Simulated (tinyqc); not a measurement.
Hexagonal on-chip spiral inductor, lumped pi model: two steps of the calculation.

Outer diameter do = di + 2 n wd + 2 (n - 1) sp, mean da = (do + di)/2, fill p = (do - di)/(do + di), length l = 3.464 n da. L = 2.33 mu0 n^2 da/(1 + 3.82 p), mu0 = 4 pi 1e-7 H/m. Rs = rho l/(wd delta (1 - exp(-th/delta))), delta = sqrt(rho/(pi f mu0)). Cs = n wd^2 eps0 eo/hu across the coil. At each end Cox = l wd eps0 eo/(2 ho) leads to the substrate branch Rsi = 2 rs he/(l wd) in parallel with Csi = l wd eps0 11.7/(2 he). With one end grounded Y = 1/(Rs + i w L) + i w Cs + 1/[1/(i w Cox) + 1/(1/Rsi + i w Csi)], w = 2 pi f; Q = -Im Y/Re Y. Eddy currents in neighbouring turns and in the substrate are left out.

Inputs (values chosen for the exercise); values of the order met in silicon radio-frequency processes: number of turns n = 1.5; line width wd = 6 um; space between turns sp = 1.5 um; inner diameter di = 40 um; metal thickness th = 4 um; metal resistivity rho = 3 uohm cm; oxide below the coil ho = 9.1 um; oxide between coil and underpass hu = 0.6 um; relative permittivity of the oxide eo = 3; substrate resistivity rs = 1000 ohm cm; effective spreading depth in the substrate he = 80 um; frequency f = 4.2 GHz.

Constants: eps0 = 8.8541878128e-12 F/m. Results are converted to the units shown.

Question 1. Geometry and model elements. do, l, L, delta, Rs, Cs, Cox, Rsi and Csi as defined.

Wanted: do; l; L; delta; Rs; Cs; Cox; Rsi; Csi.

Answer 1.

do = 59.50 um
l = 258.5 um
L = 0.1874 nH
delta = 1.345 um
Rs = 1.013 ohm
Cs = 2.391 fF
Cox = 2.264 fF
Rsi = 1.032e6 ohm
Csi = 1.004 fF

Question 2. Admittance, quality factor and apparent inductance. Series branch 1/(Rs + i w L), substrate branch, total Y, Q = -Im Y/Re Y, apparent inductance Im(1/Y)/w, metal-only value w L/Rs, share of the loss in the substrate Re(substrate branch)/Re Y.

L = 0.18743046 nH
Rs = 1.0126536 ohm
Cs = 2.3906307 fF
Cox = 2.2636646 fF
Rsi = 1.0315885e6 ohm
Csi = 1.0042182 fF

Find: series branch; substrate branch; Y; Q; apparent inductance; w L/Rs; share of the loss in the substrate.

Answer 2.

series branch = 39.73-194.04i mS
substrate branch = 0.000465+0.018362i mS
Y = 39.73-193.96i mS
Q = 4.8823
apparent inductance = 0.18750 nH
w L/Rs = 4.8844
share of the loss in the substrate = 0.0011707 %

Q is 100 % of the metal-only value.

tinyqc, about 0.01 s, one thread, Intel Xeon 2.30GHz (shared host): `OMP_NUM_THREADS=1 python tinyqc.py 2302227 2302228 out.jsonl`
